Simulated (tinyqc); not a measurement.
Koster-Slater impurity in a tight-binding band, by Green functions and by supercells. Changing the impurity potential U. Computed by tinyqc, a small Python program. Command: `OMP_NUM_THREADS=1 python tinyqc.py 3001796 3001797 out.jsonl kosterslater sweep`. One thread of a shared host (Intel(R) Xeon(R) Processor @ 2.30GHz), about 0.1 s of CPU time with the checks.

One orbital per site, e(k) = -2 t sum cos(k_i) over 3 direction(s), band from -6 t to 6 t, lattice constant 1. One site has the extra energy U. Spin is left out.

Inputs (values chosen for the exercise, for a model band):
```
quantity                   value      unit
hopping t                    1.3        eV
supercell edge N               2     sites
energy inside the band E  -0.833        eV
broadening eta              0.13        eV
impurity concentration c   0.004  per site
```

Lattice: simple cubic.

Constants: hbar = 6.582119569e-16 eV s.

Method:
- Outside the band G0(E) = (1/pi) int_0^pi dk (2/(pi z)) K(16 t^2/z^2), z = E + 2 t cos k, K the complete elliptic integral with parameter m; 200 Gauss-Legendre points.
- A bound state solves 1/U = G0(E).
- Bisection in ln(distance from the edge) between 1e-5 t and |U| + t. Weight on the impurity site: -1/(U^2 dG0/dE), by a central difference with step min(1e-4 t, distance/30). Decay length along an axis: 1/arccosh(1 + distance/(2 t)).
- Inside the band G0(z), z = E + i eta, comes from the chain form 1/(sqrt(y - 2t) sqrt(y + 2t)) (principal roots) at y = z + 2 t cos k + 2 t cos k', averaged over k and k' in (0, pi) with 200 Gauss-Legendre points each.
- T = U/(1 - U G0); phase shift delta = -arg(1 - U G0) in (-pi, pi]; host density of states -Im G0/pi; on the impurity -Im[G0/(1 - U G0)]/pi; lifetime of a band state hbar/(-2 c Im T).
- In a periodic cell of N sites along each direction with Bloch vector K, the level solves 1/U = N^-d sum_k 1/(E - e(k)), k_i = (2 pi m_i + K_i)/N, m_i = 0..N-1; the outermost root on the side of U is taken (bisection). d is the number of directions. Gamma means K_i = 0, the zone corner K_i = pi, the quarter point K_i = pi/2.
- The error is measured against the isolated level E_b.

One run for each value; columns: (1) impurity potential U (eV); (2) distance from the band edge (eV); (3) weight on the impurity site; (4) decay length (sites); (5) scattering lifetime (fs); (6) width between Gamma and the corner (eV):
```
(1)        (2)      (3)     (4)     (5)     (6)
-39.00  31.461  0.99327  0.3063  27.888  0.5223
-30.10  22.639  0.98862  0.3375  27.825  0.6787
-23.30  15.939  0.98078  0.3770  27.785  0.8809
-18.00  10.772  0.96714  0.4308  27.802  1.1487
-13.90   6.850  0.94291  0.5091  27.941  1.5039
-10.70   3.895  0.89723  0.6386  28.321  1.9804
-8.28    1.815  0.80670  0.8915  29.129  2.5817
-6.40    0.461  0.58790  1.7032  30.720  3.2997
```

What does the table show, and why?

Over the rows, distance from the band edge (eV) falls from 31.5 to 0.461; weight on the impurity site falls from 0.993 to 0.588; decay length (sites) rises from 0.306 to 1.70. In three dimensions binding starts at |U| = 3.957 t, quadratically in the excess. For large |U| the scattering lifetime tends to that of a site cut out of the lattice, T = -1/G0. The supercell width shrinks as the state tightens. Left out: -4.94 (U is too weak to bind a state, or binds it by less than 1e-5 t).
